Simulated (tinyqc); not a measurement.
# Energy and delay of logic against supply voltage: what changes with what

One expression serves below and above threshold: I(Vg) = Ik [ln(1 + exp((Vg - VT + dd V)/(al nf Vt)))]^al, with I_on = I(V) and I_off = I(0). Gate delay td = kd C V/I_on, clock period LD td. Per gate and cycle the switching energy is act C V^2 and the leakage energy I_off V LD td. No short-circuit current, no variation. Minima are sought above 0.09 V; below a few Vt gates no longer switch and the model has no meaning.

Values chosen for this exercise; values of the order met in logic technologies:
```
symbol  value  unit                               meaning
T         330     K                           temperature
VT       0.19     V  threshold voltage at zero drain bias
nf       1.23                                slope factor
dd       0.03         barrier lowering per volt of supply
Ik       0.35    uA            specific current of a gate
al       1.89                 exponent of the current law
C        0.33    fF            load capacitance of a gate
kd        0.6                                delay factor
LD         40                                 logic depth
act      0.05                             activity factor
```

Constants: q = 1.602176634e-19 C, kB = 1.380649e-23 J/K, Vt = kB T/q. Results are converted to the units shown.

Each table varies one quantity; the others keep the values above.

## Energy and delay against supply voltage

EDP = energy times td.

Energy and delay against supply voltage:
```
V (V)  I_on (uA)  I_off (nA)  td (ps)  switching (aJ)  leakage (aJ)  energy (aJ)  EDP (fJ ps)
0.15     0.08075       1.647    367.8          0.3713         3.634        4.005        1.473
0.27      0.8178       1.820    65.37           1.203         1.285        2.488       0.1626
0.38       2.957       1.994    25.44           2.383        0.7711        3.154      0.08024
0.5        7.120       2.203    13.90           4.125        0.6126        4.738      0.06588
0.62       13.06       2.433    9.400           6.343        0.5671        6.910      0.06495
0.73       19.98       2.665    7.233           8.793        0.5628        9.356      0.06767
0.85       29.10       2.942    5.784           11.92        0.5786        12.50      0.07230
0.97       39.80       3.247    4.825           15.52        0.6080        16.13      0.07785
1.08       50.99       3.555    4.194           19.25        0.6440        19.89      0.08341
1.2        64.67       3.922    3.674           23.76        0.6917        24.45      0.08984
```

td falls from 368 to 3.67 ps; the energy goes from 4.01 through a minimum of 2.49 (at V = 0.27 V among the rows listed) to 24.5 aJ and the EDP goes from 1.47 through a minimum of 0.0650 (at V = 0.62 V among the rows listed) to 0.0898 fJ ps. The exact minima lie at V = 0.267 V for the energy and 0.574 V for the EDP. Going from 1.2 V to the energy minimum saves a factor of 9.83 in energy and costs a factor of 18.3 in delay. Below the minimum the leakage energy rises faster than the switching energy falls, because the clock period grows so steeply.

## Optimum supplies against the logic depth

Same model as above.

V_min minimises the energy and V_EDP the product of energy and td.

Optimum supplies against the logic depth:
```
LD   V_min (V)  energy at V_min (aJ)  leakage share (%)  clock at V_min (MHz)  V_EDP (V)  clock at V_EDP (GHz)
8       0.1722                 1.076              54.56                 491.8     0.5124                 9.430
12      0.1968                 1.336              52.14                 484.0     0.5220                 6.514
20      0.2266                 1.738              51.26                 446.4     0.5390                 4.151
30      0.2502                 2.141              51.75                 404.3     0.5574                 2.944
50      0.2809                 2.800              53.50                 344.4     0.5882                 1.944
80      0.3106                 3.620              56.04                 288.1     0.6254                 1.349
150     0.3532                 5.220              60.58                 217.8     0.6911                0.8467
```

What does the comparison show?

As LD goes from 8 to 150, V_min rises from 0.172 to 0.353 V, the energy there rises from 1.08 to 5.22 aJ, the clock there falls from 492 to 218 MHz and V_EDP rises from 0.512 to 0.691 V. act and LD enter V_min only through the ratio act/LD.

Numbers from tinyqc (`OMP_NUM_THREADS=1 python tinyqc.py 2082172 2082173 out.jsonl`; about 0.01 s on one thread of a shared Intel Xeon 2.30GHz).
